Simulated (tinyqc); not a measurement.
Surface photovoltage measurement of the minority-carrier diffusion length in a wafer: one step, computed by the program tinyqc. Command: `OMP_NUM_THREADS=1 python tinyqc.py 3130136 3130137 out.jsonl spv walk`. One thread of a shared host (Intel(R) Xeon(R) Processor @ 2.30GHz), about 0.01 s of CPU time with the checks.

Low injection, steady light, a depletion layer much thinner than 1/alpha and L. The excess density dn is taken at the front edge of the neutral region; light that reaches the back is lost.

Task: One wavelength. alpha = (84.732/lambda - 76.417)^2 per cm with lambda in micrometre (an empirical fit for silicon between 0.7 and 1.05 micrometre). Thick wafer: dn = Phi L/((S_f + D/L)(L + 1/alpha)). Finite wafer, with s = S_b L/D, w = W/L, a = alpha L: dn = [Phi a/(a^2 - 1)] [a - B - exp(-alpha W)(a - s)/(cosh w + s sinh w)]/(S_f + B D/L), B = (sinh w + s cosh w)/(cosh w + s sinh w). Photovoltage V = (k_B T/e) ln(1 + dn/n_0). Lifetime = L^2/D.

Inputs (values chosen for the exercise, modelled on p-type silicon at room temperature):

| quantity | value | unit |
|---|---|---|
| diffusion length L | 38 | micrometre |
| wafer thickness W | 525 | micrometre |
| diffusivity D | 27.3 | cm^2/s |
| front recombination velocity S_f | 92000 | cm/s |
| back recombination velocity S_b | 1900 | cm/s |
| photon flux entering | 8.3e+13 | 1/(cm^2 s) |
| minority density at the surface barrier scale n_0 | 9.3e+08 | 1/cm^3 |
| temperature T | 298 | K |
| wavelength | 984 | nm |

Constants: k_B = 8.617333262e-05 eV/K.

Give: alpha; penetration depth 1/alpha; dn, thick wafer; B; dn, finite wafer; photovoltage V; lifetime.

Result:

alpha = 93.95 1/cm

penetration depth 1/alpha = 106.4 micrometre

dn, thick wafer = 2.202e+08 1/cm^3

B = 1

dn, finite wafer = 2.202e+08 1/cm^3

photovoltage V = 5.456 mV

lifetime = 0.5289 microsecond

Caution: dn is not small against n_0, so V is not linear in the flux; the constant-flux reading then needs dn, not V.
